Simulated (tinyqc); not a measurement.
Worked calculation: thermal, flicker and telegraph noise of a field-effect transistor. Computed by tinyqc, a small Python program that keeps every step. Command: `OMP_NUM_THREADS=1 python tinyqc.py 3006686 3006687 out.jsonl noise walk`. One thread of a shared host (Intel(R) Xeon(R) Processor @ 2.30GHz), about 0.01 s of CPU time with the checks. Intermediate numbers are printed to about 7 digits and carried at full precision; extremes and crossings named in words are read from the listed rows.

Strong inversion, threshold roll-off and channel-length modulation left out; noise sources are uncorrelated and are given as one-sided spectral densities.

Inputs (values chosen for the exercise, modelled on a high-k silicon transistor):

| quantity | value | unit |
|---|---|---|
| width W | 0.18 | micrometre |
| length L | 29 | nm |
| electrical oxide thickness t | 1.7 | nm |
| mobility mu | 480 | cm^2/(V s) |
| saturation velocity v_s | 1.1 | 1e7 cm/s |
| overdrive V_ov | 0.29 | V |
| thermal noise factor gamma | 0.667 | - |
| oxide trap density N_t | 1.1e+17 | 1/(eV cm^3) |
| oxide barrier phi | 2.5 | eV |
| oxide mass m_ox | 0.46 | m_0 |
| Coulomb scattering coefficient alpha_sc | 2300 | V s/C |
| frequency f | 20 | Hz |
| temperature T | 200 | K |

Operating region: saturation. Flicker model: number with correlated mobility.

Constants: eps_0 = 8.8541878128e-12 F/m; hbar = 1.054571817e-34 J s; m_0 = 9.1093837015e-31 kg; e = 1.602176634e-19 C; k_B = 8.617333262e-05 eV/K; k_B = 1.380649e-23 J/K.

## Operating point

C_ox = 3.9 eps_0/t; V_c = 2 v_s L/mu; I = W C_ox v_s V_ov^2/(V_ov + V_c); g_m = W C_ox v_s V_ov (V_ov + 2 V_c)/(V_ov + V_c)^2; g_d0 = mu C_ox (W/L) V_ov.

C_ox = 2.031255 microfarad/cm^2

drain current I = 79.97805 microampere

g_m = 362.4621 microsiemens

g_d0 = 1755.004 microsiemens

## Flicker noise

Tunnelling length lambda = hbar/(2 sqrt(2 m_ox phi)); flat-band noise S_Vfb = e^2 k_B T lambda N_t/(W L C_ox^2 f). S_I = g_m^2 S_Vfb (1 + alpha_sc mu C_ox I/g_m)^2.

tunnelling length lambda = 0.9100862 angstrom

S_Vfb = 1.028181e-10 V^2/Hz

flicker S_I = 3.018345e-17 A^2/Hz

flicker S_I/I^2 = 4.718753e-09 1/Hz

Caution: fewer than one trap per decade of time constant is active, so one device shows telegraph steps and the 1/f law is only a mean over many devices.

## Thermal noise and corner

Thermal: S_I = 4 k_B T gamma g_d0; input-referred S_V = S_I/g_m^2; corner f_c where flicker equals thermal. Total input noise from 1 Hz to f_c: sqrt(S_V,thermal [f_c ln(f_c/1 Hz) + f_c - 1 Hz]).

thermal S_I = 1.292937e-23 A^2/Hz

input-referred thermal noise = 9.920328 nV/sqrt(Hz)

corner frequency f_c = 4.668976e+07 Hz

input noise up to f_c = 292.8070 microvolt

full shot noise 2eI over thermal S_I = 1.982138

At f the noise is flicker dominated (f_c/f = 2.33e6).

## How many traps?

Active traps per decade of time constant: N_dec = N_t k_B T W L lambda ln(10); a single trap at the interface shifts the threshold by e/(W L C_ox) and the current by g_m times that; tunnelling depth for frequency f, z = lambda ln(1/(2 pi f tau_0)), tau_0 = 1e-10 s.

traps per decade = 0.002073788

threshold step of one trap = 1.511038 mV

current step of one trap = 0.6848055 %

depth probed at f = 1.655651 nm

With fewer than one trap per decade the spectrum is not a smooth 1/f but a few Lorentzians, seen in time as telegraph steps, and S_Vfb is only the mean over many devices.

## Telling the models apart

The formulas are those given above.

Against the overdrive:

| V_ov (V) | I (microampere) | (g_m/I)^2 (1/V^2) | S_I/I^2 (1/Hz) | S_I/g_m^2 (V^2/Hz) |
|---|---|---|---|---|
| 0.20 | 48.3230 | 48.94745 | 8.775989e-09 | 1.792941e-10 |
| 0.25 | 65.6456 | 29.03556 | 5.987275e-09 | 2.062049e-10 |
| 0.32 | 90.9309 | 16.33848 | 4.060916e-09 | 2.485492e-10 |
| 0.40 | 120.7509 | 9.75646 | 2.960583e-09 | 3.034484e-10 |
| 0.50 | 158.8631 | 5.85646 | 2.235171e-09 | 3.816588e-10 |
| 0.63 | 209.2346 | 3.47391 | 1.733730e-09 | 4.990709e-10 |
| 0.80 | 275.9095 | 2.03945 | 1.385298e-09 | 6.792511e-10 |
| 1.00 | 355.0027 | 1.24841 | 1.160656e-09 | 9.297079e-10 |

S_I/I^2 falls as V_ov^-1.71 at first and V_ov^-0.79 at the end; (g_m/I)^2 as V_ov^-2.34 and V_ov^-2.20. The input-referred noise rises by a factor 5.19, because trapped charge also scatters, and that term grows with I/g_m.

Checks made by the program: g_m against a numerical derivative of I (relative difference below 1e-10).
